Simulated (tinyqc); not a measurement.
CMOS latch-up, two-transistor model: two steps of the calculation.

A parasitic pnp (emitter at Vdd, base shunted by Rw) and npn (emitter at ground, base shunted by Rs) feed each other: the npn collector current flows out of the pnp base node, the pnp collector current into the npn base node. Forward-active transistors with constant gains: Icn = Isn exp(Vn/Vt), Icp = Isp (exp(Vp/Vt) - 1). A current Ii is injected into the npn base node.

Values chosen for this exercise; values close to those of bulk CMOS:
- T = 350 K (temperature)
- bn = 11.3 (current gain of the npn)
- bp = 3.4 (current gain of the pnp)
- Isn = 8.5e-13 A (saturation current of the npn at T)
- Isp = 5.5e-13 A (saturation current of the pnp at T)
- Rs = 130 ohm (substrate resistance shunting the npn)
- Rw = 3800 ohm (well resistance shunting the pnp)
- Ii = 3.14 mA (current injected into the substrate)

Constants: q = 1.602176634e-19 C, kB = 1.380649e-23 J/K, Vt = kB T/q. Results are converted to the units shown.

Task 1. The off branch. Node equations: Vp/Rw + Icp/bp = Icn and Vn/Rs + Icn/bn = Icp + Ii. Loop gain G = gn gp/[(1/Rw + gp/bp)(1/Rs + gn/bn)], gn = Icn/Vt, gp = (Icp + Isp)/Vt; the off state ends where G = 1, and Ii there is the trigger current. For each Vn: Icn, then Vp from the first equation, then Ii from the second.

| point | Vn (V) |
|---|---|
| 0 | 0.372 |
| 1 | 0.452 |
| 2 | 0.502 |
| 3 | 0.532 |
| 4 | 0.552 |
| 5 | 0.572 |
| 6 | 0.587 |
| 7 | 0.602 |

Give: Icn; Vp; Icp; Ii; G.

Result 1.

| point | Icn (mA) | Vp (V) | Icp (mA) | Ii (mA) | G |
|---|---|---|---|---|---|
| 0 | 1.9319e-4 | 7.3412e-4 | 1.3551e-11 | 2.8616 | 5.9119e-11 |
| 1 | 0.0027411 | 0.010416 | 2.2688e-10 | 3.4772 | 1.1552e-9 |
| 2 | 0.014385 | 0.054662 | 2.8187e-9 | 3.8628 | 2.6171e-8 |
| 3 | 0.038894 | 0.14780 | 7.3333e-8 | 4.0957 | 1.5377e-6 |
| 4 | 0.075486 | 0.28684 | 7.4242e-6 | 4.2528 | 2.9577e-4 |
| 5 | 0.14651 | 0.53021 | 0.023720 | 4.3892 | 0.95121 |
| 6 | 0.24091 | 0.60447 | 0.27823 | 4.2585 | 2.9475 |
| 7 | 0.39613 | 0.63550 | 0.77824 | 3.8876 | 4.8742 |

Ii peaks at 4.389 mA, at Vn = 0.5723 V where G = 1; beyond it the loop feeds itself.

Task 2. Response to the injected current, once round the loop per iteration. Icn = Isn exp(Vn/Vt); Vp solves Vp/Rw + Icp/bp = Icn; Vn(new) solves Vn/Rs + (Isn/bn) exp(Vn/Vt) = Icp + Ii.

Vn at the start = 0.42 V

Wanted: Icn; Vp; Icp; Vn after iteration 1.

Result 2.

Icn = 9.488e-4 mA
Vp = 0.003605 V
Icp = 6.984e-11 mA
Vn after iteration 1 = 0.4082 V

tinyqc, about 0.06 s, one thread, Intel Xeon 2.30GHz (shared host): `OMP_NUM_THREADS=1 python tinyqc.py 2670149 2670150 out.jsonl`
